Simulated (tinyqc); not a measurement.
Fermi-Dirac statistics of conduction electrons: one step. Fermi level in the non-parabolic band. Four cases, with inputs chosen for the exercise.

Task: Solve for eta at the same n.

Non-parabolic band E (1 + alpha E) = c k^2/m: n = Nc (2/sqrt(pi)) integral_0^infinity sqrt(x (1 + a x)) (1 + 2 a x) dx/(1 + exp(x - eta)) with a = alpha kT and eta = (EF - Ec)/kT; a = 0 gives n = Nc F_1/2(eta).

Case 1.

Values chosen (out of a larger set: near those of InSb, lowest valleys alone; not measured data): alpha = 4.35 1/eV (non-parabolicity).

u = n/Nc = 0.7111613
kT = 0.00663535 eV

Case 2.

Values chosen (out of a larger set: near those of Ge, lowest valleys alone; not measured data): alpha = 0.61 1/eV (non-parabolicity).

u = n/Nc = 0.1318093
kT = 0.00663535 eV

Case 3.

Values chosen (out of a larger set: near those of GaN, lowest valleys alone; not measured data): alpha = 0.19 1/eV (non-parabolicity).

u = n/Nc = 2.520628
kT = 0.02585200 eV

Case 4.

Values chosen (out of a larger set: near those of GaAs, lowest valleys alone; not measured data): alpha = 0.63 1/eV (non-parabolicity).

u = n/Nc = 0.1790973
kT = 0.03446933 eV

Give: a; eta; EF - Ec.

Result:

Case 1.

a = 0.02886
eta = -0.235
EF - Ec = -1.56 meV

The extra states lower EF by 0.95 meV against the parabolic band.

Case 2.

a = 0.00405
eta = -1.996
EF - Ec = -13.24 meV

The extra states lower EF by 0.11 meV against the parabolic band.

Case 3.

a = 0.00491
eta = 1.739
EF - Ec = 44.96 meV

The extra states lower EF by 1.22 meV against the parabolic band.

Case 4.

a = 0.02172
eta = -1.744
EF - Ec = -60.10 meV

The extra states lower EF by 3.00 meV against the parabolic band.

Computed by tinyqc, one run a case: `OMP_NUM_THREADS=1 python tinyqc.py N N+1 out.jsonl` with N = 1651674, 1651752, 1651777, 1651898; one thread of a shared Intel(R) Xeon(R) Processor @ 2.30GHz, about 0.01 s a run at most.
